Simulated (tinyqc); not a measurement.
Carrier statistics of a doped semiconductor with parabolic bands, step by step. Values are carried at full precision from step to step, so a last printed digit may differ when a step is redone from the rounded ones.

Constants: kB = 8.617333262e-05 eV/K; hbar^2/2m0 = 3.80998211 eV angstrom^2.

Inputs chosen for the exercise (near those of InP; not measured data):
```
symbol  value     unit    meaning
Eg0     1.424     eV      gap at 0 K
al      0.000369  eV/K    Varshni alpha
be      159       K       Varshni beta
T       200       K
ml      0.0809    m0      longitudinal electron mass
mt      0.0809    m0      transverse electron mass
Mv      1                 equivalent valleys
mhh     0.592     m0      heavy-hole mass
mlh     0.0874    m0      light-hole mass
ND      3.5e+12   1/cm^3  donors
NA      8e+15     1/cm^3  acceptors
ED      0.00583   eV      donor level below Ec
EA      0.0479    eV      acceptor level above Ev
```

## Gap and thermal energy

Eg(T) = Eg0 - al T^2/(T + be) (Varshni).

Eg = 1.38289 eV
kT = 0.017235 eV

The gap has shrunk by 41.1 meV from 0 K and is 80.2 kT wide.

## Effective densities of states

m_de = Mv^(2/3) (ml mt^2)^(1/3); m_dh = (mhh^(3/2) + mlh^(3/2))^(2/3); N = 2 (m kB T/(4 pi c))^(3/2) with c = hbar^2/2m0, in 1/angstrom^3; times 1e24 for 1/cm^3.

m_de = 0.0809 m0
m_dh = 0.6142 m0
Nc = 3.1431e+17 1/cm^3
Nv = 6.5748e+18 1/cm^3

The light holes supply 5.4 % of Nv, and Nc/Nv = 0.0478.

## Intrinsic density and level

With Boltzmann statistics ni = sqrt(Nc Nv) exp(-Eg/2kT) and Ei = Eg/2 + (kT/2) ln(Nv/Nc), counted from Ev.

ni = 5.42 1/cm^3
Ei = 0.7176 eV

Ei lies 26.2 meV above midgap, towards the band with the smaller density of states.

## Neutrality by bisection

Energies are counted from Ev, so Ec = Eg. n = Nc F_1/2((EF - Eg)/kT), p = Nv F_1/2(-EF/kT), ND+ = ND/(1 + 2 exp((EF - Eg + ED)/kT)), NA- = NA/(1 + 4 exp((EA - EF)/kT)); neutrality asks p + ND+ = n + NA-. F_j(eta) = (1/Gamma(j + 1)) integral_0^infinity x^j dx/(1 + exp(x - eta)), which tends to exp(eta) for eta << 0.

Start from the bracket [-0.2 eV, Eg + 0.2 eV]; at the midpoint EF take the sign of p + ND+ - n - NA-; where it is positive EF must rise. Fourteen steps are shown.

Bisection (eV, 1/cm^3):
```
step       low     high       EF         n         p       ND+       NA-  sign
1     -0.20000  1.58289  0.69144      1.19      24.8  3.50e+12  8.00e+15     -
2     -0.20000  0.69144  0.24572  6.95e-12  4.23e+12  3.50e+12  8.00e+15     -
3     -0.20000  0.24572  0.02286  1.68e-17  1.60e+18  3.50e+12  4.42e+14     +
4      0.02286  0.24572  0.13429  1.08e-14  2.72e+15  3.50e+12  7.79e+15     -
5      0.02286  0.13429  0.07858  4.27e-16  6.86e+16  3.50e+12  4.78e+15     +
6      0.07858  0.13429  0.10643  2.15e-15  1.37e+16  3.50e+12  7.05e+15     +
7      0.10643  0.13429  0.12036  4.82e-15  6.09e+15  3.50e+12  7.55e+15     -
8      0.10643  0.12036  0.11340  3.22e-15  9.12e+15  3.50e+12  7.34e+15     +
9      0.11340  0.12036  0.11688  3.94e-15  7.46e+15  3.50e+12  7.46e+15     +
10     0.11688  0.12036  0.11862  4.36e-15  6.74e+15  3.50e+12  7.50e+15     -
11     0.11688  0.11862  0.11775  4.14e-15  7.09e+15  3.50e+12  7.48e+15     -
12     0.11688  0.11775  0.11732  4.04e-15  7.27e+15  3.50e+12  7.47e+15     -
13     0.11688  0.11732  0.11710  3.99e-15  7.36e+15  3.50e+12  7.46e+15     -
14     0.11688  0.11710  0.11699  3.96e-15  7.41e+15  3.50e+12  7.46e+15     -
```

Each step halves the bracket, which is 0.218 meV wide at the last row.

## The neutral state

Solve the neutrality condition for EF to convergence.

EF = 0.1169 eV
n = 3.94e-15 1/cm^3
p = 7.45e+15 1/cm^3
ND+ = 3.50e+12 1/cm^3
NA- = 7.46e+15 1/cm^3

The material is p-type; 93.2 % of the acceptors are ionised. EF lies 6.78 kT inside the gap from the valence edge, so Boltzmann statistics would serve; n p/(Nc Nv exp(-Eg/kT)) = 1.000.

## Checks

- F_1/2(1) by the trapezoid rule against adaptive quadrature: both 1.575641.
- Positive against negative charge at the solution (1/cm^3): both 7.45536e+15.

(tinyqc, `OMP_NUM_THREADS=1 python tinyqc.py 1681861 1681862 out.jsonl`, Intel(R) Xeon(R) Processor @ 2.30GHz, 1 thread, shared host, about 0.01 s.)
